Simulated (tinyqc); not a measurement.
Empirical pseudopotential in a few plane waves, step by step. One step of it, computed by the program tinyqc.

Question. Bloch Hamiltonian at G. Basis: the 15 shortest G (labels in 2 pi/a), the same at every k. H(G,G') = c |k + G|^2 delta + VS(|G-G'|^2) cos((G-G').tau) + i VA sin((G-G').tau), tau = a/8 (1,1,1); 1 Ry = 13.605693 eV.

Parameters chosen for this model: fcc lattice, atoms at +/- a/8 (1,1,1); form factors in rydberg at |G|^2 in units of (2 pi/a)^2:
```
parameter                 value      unit
a                      5.790000  angstrom
VS(3)                 -0.246000        Ry
VS(8)                  0.057000        Ry
VS(11)                 0.090000        Ry
VA(3)                  0.110000        Ry
VA(4)                  0.038000        Ry
VA(11)                 0.034000        Ry
hbar^2/2m (2 pi/a)^2   4.486685        eV
```

k point G (2 pi / a): [0, 0, 0]

Give: H(k) at G.

Answer.

H(k) at G (eV):
```
               +0+0+0         -1-1-1         -1-1+1         -1+1-1
+0+0+0          0.000   2.367+1.058i  -2.367+1.058i  -2.367+1.058i
-1-1-1   2.367-1.058i         13.460   0.000-0.517i   0.000-0.517i
-1-1+1  -2.367-1.058i   0.000+0.517i         13.460          0.776
-1+1-1  -2.367-1.058i   0.000+0.517i          0.776         13.460
-1+1+1  -2.367+1.058i         -0.776   0.000+0.517i   0.000+0.517i
+1-1-1  -2.367-1.058i   0.000+0.517i          0.776          0.776
+1-1+1  -2.367+1.058i         -0.776   0.000+0.517i          0.000
+1+1-1  -2.367+1.058i         -0.776          0.000   0.000+0.517i
+1+1+1   2.367+1.058i          0.000         -0.776         -0.776
-2+0+0   0.000-0.517i  -2.367+1.058i  -2.367-1.058i  -2.367-1.058i
+0-2+0   0.000-0.517i  -2.367+1.058i  -2.367-1.058i   0.866-0.327i
+0+0-2   0.000-0.517i  -2.367+1.058i   0.866-0.327i  -2.367-1.058i
+0+0+2   0.000+0.517i  -0.866-0.327i   2.367+1.058i  -0.866+0.327i
+0+2+0   0.000+0.517i  -0.866-0.327i  -0.866+0.327i   2.367+1.058i
+2+0+0   0.000+0.517i  -0.866-0.327i  -0.866+0.327i  -0.866+0.327i

               -1+1+1         +1-1-1         +1-1+1         +1+1-1
+0+0+0  -2.367-1.058i  -2.367+1.058i  -2.367-1.058i  -2.367-1.058i
-1-1-1         -0.776   0.000-0.517i         -0.776         -0.776
-1-1+1   0.000-0.517i          0.776   0.000-0.517i          0.000
-1+1-1   0.000-0.517i          0.776          0.000   0.000-0.517i
-1+1+1         13.460          0.000          0.776          0.776
+1-1-1          0.000         13.460   0.000-0.517i   0.000-0.517i
+1-1+1          0.776   0.000+0.517i         13.460          0.776
+1+1-1          0.776   0.000+0.517i          0.776         13.460
+1+1+1   0.000+0.517i         -0.776   0.000+0.517i   0.000+0.517i
-2+0+0   2.367-1.058i   0.866-0.327i  -0.866-0.327i  -0.866-0.327i
+0-2+0  -0.866-0.327i  -2.367-1.058i   2.367-1.058i  -0.866-0.327i
+0+0-2  -0.866-0.327i  -2.367-1.058i  -0.866-0.327i   2.367-1.058i
+0+0+2  -2.367+1.058i  -0.866+0.327i  -2.367+1.058i   0.866+0.327i
+0+2+0  -2.367+1.058i  -0.866+0.327i   0.866+0.327i  -2.367+1.058i
+2+0+0   0.866+0.327i   2.367+1.058i  -2.367+1.058i  -2.367+1.058i

               +1+1+1         -2+0+0         +0-2+0         +0+0-2
+0+0+0   2.367-1.058i   0.000+0.517i   0.000+0.517i   0.000+0.517i
-1-1-1          0.000  -2.367-1.058i  -2.367-1.058i  -2.367-1.058i
-1-1+1         -0.776  -2.367+1.058i  -2.367+1.058i   0.866+0.327i
-1+1-1         -0.776  -2.367+1.058i   0.866+0.327i  -2.367+1.058i
-1+1+1   0.000-0.517i   2.367+1.058i  -0.866+0.327i  -0.866+0.327i
+1-1-1         -0.776   0.866+0.327i  -2.367+1.058i  -2.367+1.058i
+1-1+1   0.000-0.517i  -0.866+0.327i   2.367+1.058i  -0.866+0.327i
+1+1-1   0.000-0.517i  -0.866+0.327i  -0.866+0.327i   2.367+1.058i
+1+1+1         13.460  -0.866-0.327i  -0.866-0.327i  -0.866-0.327i
-2+0+0  -0.866+0.327i         17.947          0.776          0.776
+0-2+0  -0.866+0.327i          0.776         17.947          0.776
+0+0-2  -0.866+0.327i          0.776          0.776         17.947
+0+0+2  -2.367-1.058i         -0.776         -0.776          0.000
+0+2+0  -2.367-1.058i         -0.776          0.000         -0.776
+2+0+0  -2.367-1.058i          0.000         -0.776         -0.776

               +0+0+2         +0+2+0         +2+0+0
+0+0+0   0.000-0.517i   0.000-0.517i   0.000-0.517i
-1-1-1  -0.866+0.327i  -0.866+0.327i  -0.866+0.327i
-1-1+1   2.367-1.058i  -0.866-0.327i  -0.866-0.327i
-1+1-1  -0.866-0.327i   2.367-1.058i  -0.866-0.327i
-1+1+1  -2.367-1.058i  -2.367-1.058i   0.866-0.327i
+1-1-1  -0.866-0.327i  -0.866-0.327i   2.367-1.058i
+1-1+1  -2.367-1.058i   0.866-0.327i  -2.367-1.058i
+1+1-1   0.866-0.327i  -2.367-1.058i  -2.367-1.058i
+1+1+1  -2.367+1.058i  -2.367+1.058i  -2.367+1.058i
-2+0+0         -0.776         -0.776          0.000
+0-2+0         -0.776          0.000         -0.776
+0+0-2          0.000         -0.776         -0.776
+0+0+2         17.947          0.776          0.776
+0+2+0          0.776         17.947          0.776
+2+0+0          0.776          0.776         17.947
```
